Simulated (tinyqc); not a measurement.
# Thickness from the transmission

Inverse problem. A dielectric of barrier phi1 and mass m1 carries the voltage V, so U = phi1 - V x/t1. At E = 0 the WKB exponent is S = (4 t1/(3 V)) sqrt(m1/C) [phi1^1.5 - max(phi1 - V, 0)^1.5], C = hbar^2/(2 m0), and T = exp(-S). Find S, t1 and the field.

Parameters, values chosen for the exercise: barrier of layer 1 above the emitter Fermi level at zero bias phi1 = 3.19 eV; tunnelling mass of layer 1 m1 = 0.5 m0; voltage across the dielectric V = 1 V.

Constants: q = 1.602176634e-19 C, hbar = 1.054571817e-34 J s, m0 = 9.1093837015e-31 kg, hbar^2/(2 m0) = 0.0380998212 eV nm^2. Results are converted to the units shown.

T at E = 0 = 1.1362422e-15

Answer. At fixed V the exponent is proportional to t1.

S = 34.41
t1 = 2.900 nm
field = 3.448 MV/cm

tinyqc, about 0.05 s, one thread, Intel Xeon 2.30GHz (shared host): `OMP_NUM_THREADS=1 python tinyqc.py 2540117 2540118 out.jsonl`
